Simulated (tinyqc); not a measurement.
# Voltage drop against the factor on the load at the hot node

A grid of 25 by 25 nodes with segments Rx (rows) and Ry (columns); every node draws I1 and the central node kh I1; pads with resistance Rp sit at the nodes whose row and column are multiples of the pitch, counting from 0. The drops u = Vdd - V follow from G u = i, with G the conductance matrix and i the load currents, solved directly. Here the pitch is 4.

Inputs (values chosen for the exercise):
- Vdd = 0.8 V (supply voltage)
- Rx = 0.14 ohm (resistance of a horizontal segment)
- Ry = 0.31 ohm (resistance of a vertical segment)
- Rp = 0.27 ohm (resistance from a pad node to the supply)
- I1 = 0.36 mA (load current of a node in the large grid)

Voltage drop against the factor on the load at the hot node:

| kh | pads | worst drop (mV) | mean drop (mV) | largest drop at a pad (mV) | largest pad current (mA) | worst drop over Vdd (%) |
|---|---|---|---|---|---|---|
| 1 | 49 | 1.8320 | 1.5779 | 1.4517 | 5.3765 | 0.22900 |
| 2 | 49 | 1.8403 | 1.5803 | 1.4817 | 5.4876 | 0.23003 |
| 5 | 49 | 1.8673 | 1.5872 | 1.5716 | 5.8208 | 0.23341 |
| 10 | 49 | 1.9140 | 1.5988 | 1.7216 | 6.3761 | 0.23926 |
| 20 | 49 | 2.0514 | 1.6221 | 2.0214 | 7.4868 | 0.25643 |
| 50 | 49 | 2.9211 | 1.6917 | 2.9211 | 10.819 | 0.36514 |
| 100 | 49 | 4.4205 | 1.8079 | 4.4205 | 16.372 | 0.55256 |

Read the table: what changes, and by how much?

The worst drop rises from 1.83 to 4.42 mV and the mean drop rises from 1.58 to 1.81 mV. The central node is itself a pad. The drops are linear in the loads, so the mean grows by 0.00232 mV for each unit of kh in every row.

Program tinyqc, `OMP_NUM_THREADS=1 python tinyqc.py 2770111 2770112 out.jsonl`; Intel Xeon 2.30GHz, shared host, one thread, about 0.3 s.
